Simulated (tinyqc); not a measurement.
Ratio and sensitivities against delay: time-domain thermoreflectance: layered heat flow under a modulated pulse train, and what the signal ratio measures. Computed by tinyqc, a small Python program. Command: `OMP_NUM_THREADS=1 python tinyqc.py 3111573 3111574 out.jsonl tdtr walk`. One thread of a shared host (Intel(R) Xeon(R) Processor @ 2.30GHz), about 0.1 s of CPU time with the checks.

Pulses repeat at 80 MHz; heat is laid down at the surface, all layers are isotropic.

Inputs (values chosen for the exercise, modelled on aluminium on silicon):

| quantity | value | unit |
|---|---|---|
| metal thickness d | 100 | nm |
| metal conductivity | 190 | W/(m K) |
| metal heat capacity | 2.42 | MJ/(m^3 K) |
| boundary conductance G under the metal | 180 | MW/(m^2 K) |
| substrate conductivity kappa | 133 | W/(m K) |
| substrate heat capacity C | 1.66 | MJ/(m^3 K) |
| modulation frequency f | 10 | MHz |
| spot radius w (1/e^2, pump and probe) | 4.1 | micrometre |

Stack: metal, substrate.

Method:
- For radial wave number k and angular frequency W each layer has u = sqrt(4 pi^2 k^2 + i W C/kappa) and gamma = kappa u. Surface impedance from below: Z = 1/gamma for the substrate; a layer of thickness L maps Z to (Z + tanh(u L)/gamma)/(1 + gamma Z tanh(u L)); a boundary adds 1/G.
- Response per absorbed watt H(W) = 2 pi int_0^(2/w) Z(k, W) exp(-pi^2 k^2 w^2) k dk by 20 Gauss-Legendre points.
- Signal: X + iY = sum_(m = -M..M) H(2 pi (f + m f_r)) exp(i 2 pi m f_r t) exp(-pi (m/M)^2 x 4), f_r = 80 MHz, M = 4000, with H(-W) the complex conjugate of H(W); V_in = X, V_out = Y, ratio = -V_in/V_out.
- Sensitivity S = ln(ratio'/ratio)/ln(1.01) for a rise of one input by 1 %.

Ratio and sensitivities:

| t (ps) | ratio | S to kappa | S to G | S to d | S to C | S to w |
|---|---|---|---|---|---|---|
| 100 | 9.9640 | 0.57852 | 0.07846 | -0.91797 | 0.31572 | -0.40792 |
| 200 | 8.8899 | 0.54619 | 0.02645 | -0.82738 | 0.29448 | -0.38624 |
| 400 | 7.3152 | 0.49552 | -0.05040 | -0.66748 | 0.25931 | -0.35438 |
| 800 | 5.3650 | 0.42746 | -0.14860 | -0.45122 | 0.20720 | -0.31661 |
| 1500 | 3.5917 | 0.35641 | -0.24067 | -0.22503 | 0.14286 | -0.28724 |
| 2500 | 2.3712 | 0.29598 | -0.29333 | -0.04534 | 0.07481 | -0.27586 |
| 4000 | 1.5047 | 0.24441 | -0.29533 | 0.08142 | -0.00143 | -0.28428 |

What does the comparison show, and why?

The largest sensitivity in size at 100 ps is to d (-0.92). At 400 ps an error of 3 % in d passes on as 4 % in kappa.

Extremes, crossings and ranges named in words are read from the listed rows.
